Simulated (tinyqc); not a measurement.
CMOS inverter, nodal equation and switching: effect of the gain factor of the pull-up transistor.

An n-channel pull-down (bn, VTn) and a p-channel pull-up (bp, VTp) share the input Vin and the output node Vout, which carries the load C. Transistor (EKV form, voltages against the body): I = 2 n b Vt^2 [F(vp - Vs) - F(vp - Vd)] from drain to source, F(v) = ln^2(1 + exp(v/(2 Vt))), vp = (Vg - VT + sg |Vd - Vs|)/n. n-channel bodies are at 0; for the p-channel device all voltages are counted down from Vdd. b in uA/V^2 gives I in uA. Static: In = Ip. Transient: C dVout/dt = Ip - In. No velocity saturation, no gate capacitance beyond C.

VM solves In = Ip with Vin = Vout; VIL and VIH are the inputs of gain -1, NML = VIL - Vout(VIH), NMH = Vout(VIL) - VIH. For a step input the delay to Vdd/2 is tHL = C times the integral of dV/(In - Ip) from Vdd/2 to Vdd at Vin = Vdd, and tLH likewise with Ip - In from 0 to Vdd/2 at Vin = 0.

Inputs (values chosen for the exercise):
- T = 293 K (temperature)
- Vdd = 0.6 V (supply voltage)
- n = 1.35 (slope factor)
- sg = 0.1 (drain-induced barrier lowering)
- VTn = 0.31 V (n-channel threshold)
- VTp = 0.33 V (p-channel threshold (magnitude))
- bn = 180 uA/V^2 (gain factor of the pull-down transistor)
- C = 2.3 fF (load capacitance)

Constants: q = 1.602176634e-19 C, kB = 1.380649e-23 J/K, Vt = kB T/q. Results are converted to the units shown.

Results:
```
bp (uA/V^2),VM (V),gain at VM,NML (V),NMH (V),tHL (ps),tLH (ps)
36,0.2551,-9.993,0.1809,0.2797,92.16,520.6
55,0.2646,-9.995,0.1915,0.2694,92.16,340.7
85,0.2742,-9.996,0.2023,0.2589,92.16,220.5
200,0.2932,-9.997,0.2233,0.2381,92.16,93.70
310,0.3030,-9.997,0.2339,0.2274,92.16,60.45
470,0.3122,-9.997,0.2440,0.2171,92.16,39.87
720,0.3217,-9.996,0.2543,0.2065,92.16,26.03
```

Estimate the missing row, bp = 130 uA/V^2.

Computed row:
```
bp (uA/V^2),VM (V),gain at VM,NML (V),NMH (V),tHL (ps),tLH (ps)
130,0.2837,-9.996,0.2127,0.2486,92.16,144.2
```

With this row back in the table: As bp goes from 36 to 720 uA/V^2, VM rises from 0.255 to 0.322 V, the size of the gain stays near 10.0, tHL stays near 92.2 ps and tLH falls from 521 to 26.0 ps. The smaller margin is largest, 0.227 V, at bp = 310 uA/V^2 among the rows. A stronger pull-up raises VM and trades low-side against high-side margin.

Numbers from tinyqc (`OMP_NUM_THREADS=1 python tinyqc.py 2340039 2340040 out.jsonl`; about 0.04 s on one thread of a shared Intel Xeon 2.30GHz).
